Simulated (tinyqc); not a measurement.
Inside a calculation. Method: Luttinger-Kohn k.p, four valence bands. One step of it, computed by the program tinyqc.

Problem. Levels at k. Diagonalise the Hermitian matrix.

H(k) at k (eV), order 3/2, 1/2, -1/2, -3/2:
$$\begin{pmatrix}
0.021381 & 0.013736-0.001962i & -0.001055+0.000491i & 0.000000 \\
0.013736+0.001962i & 0.059900 & 0.000000 & -0.001055+0.000491i \\
-0.001055-0.000491i & 0.000000 & 0.059900 & -0.013736+0.001962i \\
0.000000 & -0.001055-0.000491i & -0.013736-0.001962i & 0.021381
\end{pmatrix}$$

Give: eigenvalues.

Solution.

eigenvalues (eV): [0.0169, 0.0169, 0.0644, 0.0644]
